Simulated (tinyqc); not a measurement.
Shockley state of an s-p chain by decimation: one step. Bulk bands. Four cases, with inputs chosen for the exercise.

Question. Levels and s weight of the lower band at k = j pi/6.

Each site has s at -d/2 and p at +d/2: H0 = diag(-d/2, d/2). The block to the next site on the right is H1 = [[-ts, u], [-u, tp]] (rows s, p of site n; columns s, p of site n + 1). Bulk: H(k) = [[-d/2 - 2 ts cos k, 2i u sin k], [-2i u sin k, d/2 + 2 tp cos k]]. The bands are inverted at k = pi if d < 2 (ts + tp).

Case 1.

Values chosen:
- d = 7.62 eV (Ep - Es)
- ts = 1.43 eV (s-s hopping)
- tp = 1.64 eV (p-p hopping)
- u = 0.66 eV (s-p hopping)

Case 2.

Values chosen:
- d = 2.25 eV (Ep - Es)
- ts = 1.16 eV (s-s hopping)
- tp = 0.9 eV (p-p hopping)
- u = 0.54 eV (s-p hopping)

Case 3.

Values chosen:
- d = 3.08 eV (Ep - Es)
- ts = 0.6 eV (s-s hopping)
- tp = 0.6 eV (p-p hopping)
- u = 1.07 eV (s-p hopping)

Case 4.

Values chosen:
- d = 8.13 eV (Ep - Es)
- ts = 1.23 eV (s-s hopping)
- tp = 1.5 eV (p-p hopping)
- u = 0.41 eV (s-p hopping)

Give: Bands.

Answer.

Case 1.

Bands:
```
k/pi   lower (eV)  upper (eV)  s weight, lower
0.000     -6.6700      7.0900            1.000
0.167     -6.3204      6.6841            0.997
0.333     -5.3609      5.5709            0.989
0.500     -4.0322      4.0322            0.972
0.667     -2.6511      2.4411            0.947
0.833     -1.5089      1.1452            0.934
1.000     -0.9500      0.5300            1.000
```

The lower band is s-like at k = 0 and s-like at pi: no inversion, an ordinary gap.

Case 2.

Bands:
```
k/pi   lower (eV)  upper (eV)  s weight, lower
0.000     -3.4450      2.9250            1.000
0.167     -3.1839      2.7335            0.992
0.333     -2.4792      2.2192            0.959
0.500     -1.5595      1.5595            0.861
0.667     -0.8101      1.0701            0.551
0.833     -0.6268      1.0772            0.113
1.000     -0.6750      1.1950            0.000
```

The lower band is s-like at k = 0 and p-like at pi: the bands are inverted, and the gap is a hybridisation gap that can hold a Shockley state.

Case 3.

Bands:
```
k/pi   lower (eV)  upper (eV)  s weight, lower
0.000     -2.7400      2.7400            1.000
0.167     -2.7924      2.7924            0.962
0.333     -2.8310      2.8310            0.878
0.500     -2.6365      2.6365            0.792
0.667     -2.0781      2.0781            0.726
0.833     -1.1814      1.1814            0.712
1.000     -0.3400      0.3400            1.000
```

The lower band is s-like at k = 0 and s-like at pi: no inversion, an ordinary gap.

Case 4.

Bands:
```
k/pi   lower (eV)  upper (eV)  s weight, lower
0.000     -6.5250      7.0650            1.000
0.167     -6.2085      6.6761            0.999
0.333     -5.3412      5.6112            0.996
0.500     -4.1469      4.1469            0.990
0.667     -2.9268      2.6568            0.984
0.833     -1.9833      1.5156            0.986
1.000     -1.6050      1.0650            1.000
```

The lower band is s-like at k = 0 and s-like at pi: no inversion, an ordinary gap.

Computed by tinyqc, one run a case: `OMP_NUM_THREADS=1 python tinyqc.py N N+1 out.jsonl` with N = 1482456, 1482461, 1482509, 1482639; one thread of a shared Intel(R) Xeon(R) Processor @ 2.30GHz, about 0.3 s a run at most.
